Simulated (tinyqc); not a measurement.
From results back to parameters: core-shell quantum dot (spherical envelope functions). Two cases, with inputs chosen for the exercise.

Problem. The lowest electron level was computed from a hidden shell thickness H.

Parabolic bands; strain and other valleys are left out. s states, u = r psi, hard wall at R + H, c = hbar^2/2m0, energies from the band edges of the core. Core: u = sin(k1 r)/k1, k1 = sqrt(m1 E/c). At R, psi and psi'/m are continuous, so u is continuous and its slope in the shell is s = u/R + (m2/m1)(u' - u/R). Shell: u(R + x) = u(R) cos(k2 x) + s sin(k2 x)/k2, k2 = sqrt(m2 (E - V)/c); for negative arguments the functions turn into sinh and cosh. A level has u(R + H) = 0.

Constants: hbar^2/2m0 = 3.80998211 eV angstrom^2.

Case 1.

Values chosen (near those of a Ge/Si core-shell dot; shifted at random, so the results belong to these values and not to a real crystal):
- R = 29 angstrom (core radius)
- Vc = -0.051 eV (conduction edge of the shell above that of the core)
- me1 = 0.12 m0 (electron, core)
- me2 = 0.267 m0 (electron, shell)

E_e = 0.0018922 eV

Case 2.

Values chosen (near those of a CdTe/CdSe core-shell dot; shifted at random, so the results belong to these values and not to a real crystal):
- R = 31 angstrom (core radius)
- Vc = -0.32 eV (conduction edge of the shell above that of the core)
- me1 = 0.095 m0 (electron, core)
- me2 = 0.132 m0 (electron, shell)

E_e = 0.0474944 eV

Find: u(R); s; H.

Solution. u(R) and s follow from E_e; u(R + H) = 0 gives tan(k2 H) = -k2 u(R)/s, with the first positive root.

Case 1.

u(R) = 28.758 angstrom
s = 0.9547
H = 34.0 angstrom

Case 2.

u(R) = 25.446 angstrom
s = 0.3513
H = 15.0 angstrom

Computed by tinyqc, one run a case: `OMP_NUM_THREADS=1 python tinyqc.py N N+1 out.jsonl` with N = 1251733, 1251891; one thread of a shared Intel(R) Xeon(R) Processor @ 2.30GHz, about 0.05 s a run at most.
